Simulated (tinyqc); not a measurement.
Energy and delay of logic against supply voltage: two steps of the calculation.

One expression serves below and above threshold: I(Vg) = Ik [ln(1 + exp((Vg - VT + dd V)/(al nf Vt)))]^al, with I_on = I(V) and I_off = I(0). Gate delay td = kd C V/I_on, clock period LD td. Per gate and cycle the switching energy is act C V^2 and the leakage energy I_off V LD td. No short-circuit current, no variation. Minima are sought above 0.09 V; below a few Vt gates no longer switch and the model has no meaning.

Values chosen for this exercise; values of the order met in logic technologies: temperature T = 358 K; threshold voltage at zero drain bias VT = 0.42 V; slope factor nf = 1.09; barrier lowering per volt of supply dd = 0.12; specific current of a gate Ik = 0.3 uA; exponent of the current law al = 1.27; load capacitance of a gate C = 2.3 fF; delay factor kd = 1.2; logic depth LD = 20; activity factor act = 0.1; supply voltage V = 0.39 V.

Constants: q = 1.602176634e-19 C, kB = 1.380649e-23 J/K, Vt = kB T/q. Results are converted to the units shown.

Question 1. Currents, delay and energies. I_on, I_off, td, clock frequency 1/(LD td), both energies and their sum.

Wanted: I_on; I_off; td; clock frequency; switching energy; leakage energy; energy.

Answer 1.

I_on = 0.26579 uA
I_off = 0.0045406 nA
td = 4049.8 ps
clock frequency = 0.012346 GHz
switching energy = 34.983 aJ
leakage energy = 0.14343 aJ
energy = 35.126 aJ

I_on/I_off = 58500; leakage makes up 0.408 % of the energy.

Question 2. New V. Minimum-energy supply: E(V) is the energy per gate and cycle; with h = 0.001 V, E' = (E(V + h) - E(V - h))/(2 h), E'' = (E(V - h) - 2 E(V) + E(V + h))/h^2, V(new) = V - E'/E''.

V at the start = 0.25 V

Wanted: E'; E''; V after iteration 1.

Answer 2.

E' = 70.930 aJ/V
E'' = 1356.7 aJ/V^2
V after iteration 1 = 0.19772 V

Numbers from tinyqc (`OMP_NUM_THREADS=1 python tinyqc.py 2082128 2082129 out.jsonl`; about 0.01 s on one thread of a shared Intel Xeon 2.30GHz).
